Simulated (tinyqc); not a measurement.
Approach to the steady line: permeation of metal atoms or ions through a thin barrier or dielectric: time lag, field-aided drift and lifetime. Computed by tinyqc, a small Python program. Command: `OMP_NUM_THREADS=1 python tinyqc.py 3014749 3014750 out.jsonl barrier walk`. One thread of a shared host (Intel(R) Xeon(R) Processor @ 2.30GHz), about 0.01 s of CPU time with the checks.

The film 0 < x < d is empty at first; C = C0 at x = 0 and C = 0 at x = d. dC/dt = D d2C/dx2 - v dC/dx with drift v = D z e V/(k_B T d) (uniform field, no space charge).

Inputs (values chosen for the exercise, for a model case: singly charged ions through a dielectric):

| quantity | value | unit |
|---|---|---|
| thickness d | 28 | nm |
| prefactor D0 | 9.1e-08 | cm^2/s |
| activation energy E | 0.805 | eV |
| concentration at the source side C0 | 8.5e+14 | 1/cm^3 |
| charge number z | 1 | - |
| voltage V (positive drives ions across) | 0.39 | V |
| test temperature T | 175 | C |

Constants: k_B = 8.617333262e-05 eV/K.

Method:
- D = D0 exp(-E/(k_B T)); time scale d^2/D; Peclet number P = z V/(k_B T), k_B T in eV; 1 nm = 1e-7 cm.
- Temperatures in kelvin are T(C) + 273.15.
- Steady flux J = (D C0/d) P/(1 - exp(-P)); time lag in units of d^2/D: s_L = [P (1 + exp(-P))/(1 - exp(-P)) - 2]/P^2 (P = 0: J = D C0/d, s_L = 1/6).
- Dose through the film Q(s) = C0 d {f (s - s_L) - 2 exp(P/2) sum_(n=1..200) (-1)^n n^2 pi^2 exp(-l_n s)/l_n^2}, l_n = n^2 pi^2 + P^2/4, f = P/(1 - exp(-P)) the relative flux.
- Short-time form for P = 0: Q/(C0 d) = 4 sqrt(s) ierfc(1/(2 sqrt(s))), ierfc(y) = exp(-y^2)/sqrt(pi) - y erfc(y).

Peclet number P = 10.0988

flux relative to D C0/d = 10.0992

time lag s_L = 0.0794194

Q/(C0 d):

| s | series | steady line f (s - s_L) | series without field | short-time form, no field |
|---|---|---|---|---|
| 0.03 | 4.0270e-04 | -4.9910e-01 | 4.8419e-06 | 4.8419e-06 |
| 0.05 | 1.6372e-02 | -2.9711e-01 | 2.6934e-04 | 2.6934e-04 |
| 0.08 | 1.3529e-01 | 5.8633e-03 | 3.2066e-03 | 3.2066e-03 |
| 0.12 | 4.4395e-01 | 4.0983e-01 | 1.4887e-02 | 1.4887e-02 |
| 0.20 | 1.2198e+00 | 1.2178e+00 | 6.1464e-02 | 6.1463e-02 |
| 0.30 | 2.2277e+00 | 2.2277e+00 | 1.4382e-01 | 1.4379e-01 |
| 0.50 | 4.2475e+00 | 4.2475e+00 | 3.3479e-01 | 3.3326e-01 |
| 0.80 | 7.2773e+00 | 7.2773e+00 | 6.3341e-01 | 6.1838e-01 |
| 1.20 | 1.1317e+01 | 1.1317e+01 | 1.0333e+00 | 9.7002e-01 |

What follows from these numbers?

The dose lies above the steady line at all times and, among these rows, is within 1 % of it from s = 0.2 on (the lag is s_L = 0.079); for a known P the intercept of that line gives D and its slope D C0. The field changes the dose by a factor 83.2 in the first row and 11.0 in the last; at short times the factor tends to exp(P/2) = 156.
